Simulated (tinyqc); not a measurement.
Doping density: delta-doped layer in the Thomas-Fermi potential.

All donors ionised in the plane z = 0, zero temperature, energies from the Fermi level EF of the Thomas-Fermi model, which lies at the bulk band edge; c = hbar^2/2m0, q = e^2/(4 pi eps0). Layer in a (001) plane: two valleys with m_z = ml, m_d = mt (unprimed) and four with m_z = mt, m_d = sqrt(ml mt) (primed); m3 = (ml mt^2)^(1/3), gv = 6. With n = (gv/3 pi^2)(m3 (-V)/c)^(3/2) and V'' = -(4 pi q/eps) n for z > 0, the solution is V = -b/(|z| + z0)^4 with sqrt(b) = 20/K, K = (4 pi q/eps)(gv/3 pi^2)(m3/c)^(3/2), and z0^5 = 4b/(e F0), e F0 = 2 pi q N/eps; 1e13/cm^2 = 1e-3/angstrom^2. Exchange and correlation are left out.

Subbands solve -(c/m_z) psi'' + V psi = E psi on 1280 points of spacing z0/80; up to ten levels for each group, kept if bound with an rms width below 2.5 z0.

Constants: hbar^2/2m0 = 3.80998211 eV angstrom^2; e^2/(4 pi eps0) = 14.39964547 eV angstrom.

Values chosen for the exercise (near those of a delta-doped layer in Si; shifted at random, so the results belong to these values and not to a real crystal): ml = 0.925 m0 (longitudinal mass); mt = 0.189 m0 (transverse mass); eps = 11.8 (dielectric constant); Nl = (0.89, 1.8, 3.6, 6.2, 11, 18, 28) x 1e13/cm^2 (sheet densities).

The well, the lowest level and the filling anew; at zero temperature n_i = g m_d (mu - E_i)/(2 pi c), with mu fixed by sum n_i = N.

Results:
```
N (1e13/cm^2)  z0 (angstrom)  depth (eV)  lowest (eV)  next - lowest (eV)  occupied  share of lowest (%)
0.89                    33.3      0.0567      -0.0195              0.0101         2                 33.1
1.8                     28.9      0.0997      -0.0378              0.0185         3                 31.6
3.6                     25.1      0.1735      -0.0717              0.0330         3                 30.0
6.2                     22.6      0.2680      -0.1179              0.0516         3                 28.7
11                      20.1      0.4240      -0.1983              0.0822         3                 27.4
18                      18.2      0.6288      -0.3088              0.1219         4                 26.2
28                      16.7      0.8953      -0.4582              0.1730         4                 25.2
```

How do the results move, and what explains it?

The depth grows as N^(4/5) and z0 shrinks as N^(-1/5): factors 15.8 and 1.99 for 31 times the doping. The lowest level deepens faster, with exponent 0.92, since the zero-point energy takes a smaller share of a deeper well (66 % falling to 49 %). The number of occupied subbands is 2 in the first row and 4 in the last. Depths beyond about 0.5 eV stretch parabolic valleys past their range. Up to N = 0.89 the donor spacing exceeds 1.5 Bohr radii (one radius, a0 eps/m with the density-of-states mass, is 19 angstrom), where a uniform sheet is a crude picture of discrete donors (beyond about three radii electrons stay on single donors).

Program tinyqc; command `OMP_NUM_THREADS=1 python tinyqc.py 1280465 1280466 out.jsonl`; about 0.3 s on one thread of a shared Intel(R) Xeon(R) Processor @ 2.30GHz.
